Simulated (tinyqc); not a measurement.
# Ideality, resistance and saturation current from three points

Question. Well above I0 a diode obeys V = n Vt ln(I/I0) + Rs I. Find n, Rs and I0.

Parameters, values chosen for the exercise:
```
symbol,value,unit,meaning
T,200,K,temperature
```

Constants: q = 1.602176634e-19 C, kB = 1.380649e-23 J/K, Vt = kB T/q. Results are converted to the units shown.

I (A): 7.6e-6  8.4e-5  0.00092
V (V): 0.25319900  0.31068738  0.47434232

Answer. The equation is linear in a = n Vt, Rs and c = -a ln I0; three points give a 3 x 3 system.

n = 1.13
Rs = 140 ohm
I0 = 1.81e-11 A

tinyqc, about 0.01 s, one thread, Intel Xeon 2.30GHz (shared host): `OMP_NUM_THREADS=1 python tinyqc.py 2640005 2640006 out.jsonl`
